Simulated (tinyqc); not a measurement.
Three-phonon processes in a diatomic chain: dispersion, energy and momentum conservation, and decay channels of optical phonons: one step, computed by the program tinyqc.

Cell length a, two atoms, one spring constant. x = q a/pi runs from -1 to 1; A and O are the acoustic and optical branches. Matrix elements are not computed: only conservation laws and occupation factors are followed.

Task: Dispersion. omega^2 = k (1/m + 1/M) -/+ k sqrt((1/m + 1/M)^2 - 4 sin^2(pi x/2)/(m M)); nu = 15.6333042 THz x sqrt(omega^2) for eV/(angstrom^2 u).

Inputs (values chosen for the exercise, for a model chain): light mass m = 69.7 u; heavy mass M = 85.7 u; spring constant k = 6.8 eV/angstrom^2.

Constants: nu for 1 eV/(angstrom^2 u) = 15.6333042 THz.

Give: the table «Branches» with the columns nu_A (THz), nu_O (THz), for x = 0.10, 0.20, 0.35, 0.50, 0.65, 0.80, 0.90, 1.00.

Result:

Branches:

| x | nu_A (THz) | nu_O (THz) |
|---|---|---|
| 0.10 | 0.726 | 9.271 |
| 0.20 | 1.447 | 9.186 |
| 0.35 | 2.510 | 8.954 |
| 0.50 | 3.536 | 8.601 |
| 0.65 | 4.509 | 8.133 |
| 0.80 | 5.406 | 7.566 |
| 0.90 | 5.930 | 7.163 |
| 1.00 | 6.228 | 6.906 |
